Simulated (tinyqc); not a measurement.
From results back to parameters: alloy A(1-x)B(x) by interpolation with bowing. Four cases, with inputs chosen for the exercise.

Problem. An unstrained alloy A(1-x)B(x) follows Vegard, a(x) = (1 - x) a_A + x a_B, and E(x) = (1 - x) E_A + x E_B - C x (1 - x) at Gamma. Its lattice constant and gap are given.

Case 1.

Values chosen (out of a larger set: A near InSb, B near InAs; not measured data): a = (6.483, 6.055) angstrom (lattice constant of A, B); Eg = (0.234, 0.415) eV (gap at Gamma to the s-like level of A, B).

a(x) = 6.247600 angstrom
gap at Gamma = 0.161290 eV

Case 2.

Values chosen (out of a larger set: A near InP, B near GaP; not measured data): a = (5.875, 5.455) angstrom (lattice constant of A, B); Eg = (1.419, 2.875) eV (gap at Gamma to the s-like level of A, B).

a(x) = 5.711200 angstrom
gap at Gamma = 1.826733 eV

Case 3.

Values chosen (out of a larger set: A near Ge, B near Si; not measured data): a = (5.661, 5.432) angstrom (lattice constant of A, B); Eg = (0.901, 4.135) eV (gap at Gamma to the s-like level of A, B).

a(x) = 5.498410 angstrom
gap at Gamma = 3.160284 eV

Case 4.

Values chosen (out of a larger set: A near Ge, B near Si; not measured data): a = (5.659, 5.436) angstrom (lattice constant of A, B); Eg = (0.91, 4.203) eV (gap at Gamma to the s-like level of A, B).

a(x) = 5.531890 angstrom
gap at Gamma = 2.741912 eV

Find: x; linear part of the gap; C.

Solution. x = (a - a_A)/(a_B - a_A); the bowing is the shortfall against the linear part divided by x (1 - x).

Case 1.

x = 0.550
linear part of the gap = 0.3336 eV
C = 0.696 eV

Case 2.

x = 0.390
linear part of the gap = 1.9868 eV
C = 0.673 eV

Case 3.

x = 0.710
linear part of the gap = 3.1971 eV
C = 0.179 eV

Case 4.

x = 0.570
linear part of the gap = 2.7870 eV
C = 0.184 eV

Computed by tinyqc, one run a case: `OMP_NUM_THREADS=1 python tinyqc.py N N+1 out.jsonl` with N = 1081078, 1081086, 1081107, 1081120; one thread of a shared Intel(R) Xeon(R) Processor @ 2.30GHz, about 0.01 s a run at most.
